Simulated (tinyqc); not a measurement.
# Drift layer from breakdown voltage and on-resistance

Question. An ideal drift layer with a triangular field at breakdown has BV = Ec W/2, N = eps0 eps_r Ec/(q W) and Ron = W/(q mu N). Find Ec, W and N.

Parameters, values chosen for the exercise: relative permittivity eps_r = 9.46; electron mobility of the drift layer mu = 1030 cm^2/(V s).

Constants: q = 1.602176634e-19 C, eps0 = 8.8541878128e-14 F/cm where lengths are in cm. Results are converted to the units shown.

BV = 1304.6578 V
Ron = 0.47749123 mohm cm^2

Solution. Eliminating W and N gives Ron = 4 BV^2/(eps0 eps_r mu Ec^3), which yields Ec.

Ec = 2547 kV/cm
W = 10.24 um
N = 1.300e16 cm^-3

Program tinyqc, `OMP_NUM_THREADS=1 python tinyqc.py 2120026 2120027 out.jsonl`; Intel Xeon 2.30GHz, shared host, one thread, about 0.06 s.
